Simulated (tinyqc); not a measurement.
Charge pumping in an n-channel transistor: effect of temperature.

The gate is pulsed from accumulation to inversion and back. Energies E are counted from the intrinsic level; Dit(E) = D0 [1 + b (2 E/Eg)^2]. During each edge the traps near the bands emit their carriers, and those between Eh and Ee recombine once a cycle.

Nc and Nv are given at 300 K and scale as T^1.5, vth as T^0.5; Eg and the cross-sections are held. ni = sqrt(Nc Nv) exp(-Eg/(2 Vt)), Eg in volts; emission times te = (dV/Va) tf and th = (dV/Va) tr; Ee = -Vt ln(vth sn ni te), Eh = +Vt ln(vth sp ni th). Nit = integral of Dit from Eh to Ee = D0 [Ee - Eh + 4 b (Ee^3 - Eh^3)/(3 Eg^2)], Qcp = q A Nit, Icp = f Qcp.

Inputs (values chosen for the exercise); band and dielectric values close to those of silicon:
```
symbol    value         unit                                                               meaning
Eg         1.12           eV                                                              band gap
Nc      2.75e19        cm^-3                            conduction-band density of states at 300 K
Nv      2.69e19        cm^-3                               valence-band density of states at 300 K
A            92         um^2                                                             gate area
D0       2.1e11  cm^-2 eV^-1                                                trap density at midgap
b           6.6                                    rise of the trap density towards the band edges
sn      1.9e-16         cm^2                                           cross-section for electrons
sp      3.3e-15         cm^2                                               cross-section for holes
vth       1.8e7         cm/s  thermal velocity at 300 K, one nominal value for electrons and holes
dV         0.86            V                                                             Vth - Vfb
Va          2.4            V                                                          pulse height
f         57000           Hz                                                             frequency
tr          540           ns                                                             rise time
tf          600           ns                                                             fall time
```

Constants: q = 1.602176634e-19 C, kB = 1.380649e-23 J/K, Vt = kB T/q. Results are converted to the units shown.

Results:
```
T (K)  Ee (eV)   Eh (eV)  Nit (cm^-2)  Icp (pA)
180     0.4222   -0.3796     3.599e11      3023
220     0.3840   -0.3319     2.876e11      2417
260     0.3445   -0.2829     2.254e11      1894
300     0.3040   -0.2329     1.727e11      1451
380     0.2202   -0.1302     9.257e10     777.8
420     0.1772  -0.07771     6.242e10     524.5
```

Estimate the missing row, T = 340 K.

Computed row:
```
T (K)  Ee (eV)  Eh (eV)  Nit (cm^-2)  Icp (pA)
340     0.2625  -0.1820     1.289e11      1083
```

With this row back in the table: The window Ee - Eh shrinks from 0.802 to 0.255 eV, since emission is faster when hot, and Icp falls from 3020 to 524 pA.

Range of the model: The Fermi levels of inversion and accumulation are taken to lie beyond Ee and Eh, the flat tops to fill all traps, and no geometric current is added.

Program tinyqc, `OMP_NUM_THREADS=1 python tinyqc.py 2030054 2030055 out.jsonl`; Intel Xeon 2.30GHz, shared host, one thread, about 0.01 s.
